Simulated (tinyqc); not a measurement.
MOS inversion layer, Poisson-Schroedinger loop: two steps of the calculation.

Electrons confined at an insulator interface at z = 0, treated as a hard wall; parabolic valleys, Hartree approximation, no image or exchange terms. The depletion charge lies far deeper than the electrons and gives a uniform field q Nd/(eps0 eps_r); the gate balances all charge. Energies are counted from the band edge at the interface.

Inputs (values chosen for the exercise); masses and permittivity close to those of silicon (111): temperature T = 400 K; relative permittivity eps_r = 11.6; in-plane density-of-states mass of set A md1 = 0.351 m0; sheet density of electrons Ns = 1.4e13 cm^-2; mixing factor a = 0.5.

Constants: q = 1.602176634e-19 C, kB = 1.380649e-23 J/K, hbar = 1.054571817e-34 J s, m0 = 9.1093837015e-31 kg, Vt = kB T/q, eps0 = 8.8541878128e-14 F/cm where lengths are in cm. Results are converted to the units shown.

Question 1. Fermi level and occupations. Level k holds N_k = D_k Vt ln(1 + exp((EF - E_k)/Vt)) with D = 6 md1 m0 q/(pi hbar^2) per eV (spin included); EF is fixed by sum N_k = Ns.

levels (eV): A1 0.06599808, A2 0.11738811

Give: EF; N_k.

Answer 1.

EF = 0.03792 eV
N_k (cm^-2): A1 1.112e13, A2 2.882e12

Question 2. Density, output potential and mixing. n_i = sum_k N_k |psi_k|^2 (converted to cm^-3). Hartree part by Gauss: on the interval before node i the electrons still beyond are S_i = Ns - hz sum_(j<i) n_j, and U_i = U_(i-1) + q S_i hz/(eps0 eps_r) in eV, U_0 = 0 at the interface. Mixing: U(new) = U + a (U(out) - U).

```
node  z (nm)  self-consistent potential U at the start (eV)  |psi|^2 of A1 (1/nm)  |psi|^2 of A2 (1/nm)
1       0.74                                              0            0.04505433            0.05078371
2       1.48                                              0            0.14388543            0.12907924
3       2.22                                              0            0.22920525            0.12951510
4       2.96                                              0            0.25950032            0.05731853
5        3.7                                              0            0.23477816            0.00218012
6       4.44                                              0            0.17946482            0.02512318
7       5.18                                              0            0.11964545            0.10682771
8       5.92                                              0            0.07097175            0.18534510
9       6.66                                              0            0.03794213            0.21522252
10       7.4                                              0            0.01840780            0.19155935
11      8.14                                              0            0.00809533            0.13713417
12      8.88                                              0            0.00316779            0.07896145
13      9.62                                              0            0.00102753            0.03413576
14     10.36                                              0            0.00020526            0.00816541
```

N_k (cm^-2): A1 1.1117559e13, A2 2.8824406e12

Find: n; U(out); U after round 1.

Answer 2.

```
node  n (1e19 cm^-3)  U(out) (eV)  U after round 1 (eV)
1              0.647       0.1616                0.0808
2              1.972       0.3177                0.1588
3              2.922       0.4569                0.2285
4              3.050       0.5712                0.2856
5              2.616       0.6594                0.3297
6              2.068       0.7253                0.3627
7              1.638       0.7735                0.3868
8              1.323       0.8077                0.4039
9              1.042       0.8307                0.4153
10             0.757       0.8447                0.4223
11             0.485       0.8522                0.4261
12             0.263       0.8556                0.4278
13             0.110       0.8568                0.4284
14             0.026       0.8570                0.4285
```

Program tinyqc, `OMP_NUM_THREADS=1 python tinyqc.py 2160024 2160025 out.jsonl`; Intel Xeon 2.30GHz, shared host, one thread, about 0.5 s.
